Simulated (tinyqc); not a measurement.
Chemical trend: level against potential: deep trap from a strong local potential in a two-band host (Koster-Slater model with semi-elliptic bands). Computed by tinyqc, a small Python program. Command: `OMP_NUM_THREADS=1 python tinyqc.py 3030052 3030053 out.jsonl deeptrap walk`. One thread of a shared host (Intel(R) Xeon(R) Processor @ 2.30GHz), about 0.03 s of CPU time with the checks.

The valence band spans -2 W_v to 0 and the conduction band E_g to E_g + 2 W_c. The orbital at the impurity site has weight f_v in the valence band and 1 - f_v in the conduction band, each spread as a semi-ellipse (2/(pi W^2)) sqrt(W^2 - x^2) about the band centre. The impurity adds U to this orbital. Spin is left out.

Inputs (values chosen for the exercise, for a model semiconductor):
```
quantity                                value  unit
gap E_g                                  6.53    eV
half-width of the valence band W_v        3.1    eV
half-width of the conduction band W_c     2.2    eV
valence weight f_v of the site orbital   0.45     -
```

Impurity: attractive, donor-like.

Method:
- In the gap G(E) = f_v (2/W_v^2)[x - sqrt(x^2 - W_v^2)] - (1 - f_v)(2/W_c^2)[y - sqrt(y^2 - W_c^2)], x = E + W_v, y = E_g + W_c - E.
- G falls across the gap from G(0) to G(E_g). A repulsive U binds if U > 1/G(0), an attractive one if U < 1/G(E_g); the vacancy level (U infinite) solves G(E) = 0 (bisection).
- The trap level solves G(E) = 1/U (bisection). With D = -dG/dE = D_v + D_c, D_v = f_v (2/W_v^2)[x/sqrt(x^2 - W_v^2) - 1] and D_c = (1 - f_v)(2/W_c^2)[y/sqrt(y^2 - W_c^2) - 1], the weight on the impurity orbital is 1/(U^2 D) and the conduction-band character is D_c/D.
- U is 1.05, 1.2, 1.5, 2, 3, 5, 10 and 30 times the threshold, rounded to three digits; the largest values are formal and only show the vacancy limit.

attractive threshold = -2.21242 eV

vacancy level = 2.39800 eV

Trend:
```
U (eV)  E_t (eV)  weight on the impurity  conduction character  E_t - vacancy level (eV)
-2.32     6.5280                 0.03649               0.99897                    4.1300
-2.65     6.5013                 0.11875               0.99558                    4.1033
-3.32     6.3885                 0.20526               0.98770                    3.9905
-4.42     6.1323                 0.24861               0.97196                    3.7343
-6.64     5.5870                 0.23249               0.93234                    3.1890
-11.10    4.7330                 0.15236               0.84370                    2.3350
-22.10    3.7036                 0.05526               0.68813                    1.3056
-66.40    2.8383                 0.00670               0.52320                    0.4403
```

What does the comparison show, and why?

dE_t/dU equals the weight on the impurity, which peaks at 0.249 (U = -4.42 eV) and falls to 0.0067 in the last row, so beyond the peak each further eV of potential moves the level less. The level nears the vacancy level, 2.398 eV, as 1/U: it is 1.306 eV away at 10 times the threshold and 0.440 eV at 30 times, and the state is then host-like.

Extremes, crossings and ranges named in words are read from the listed rows.
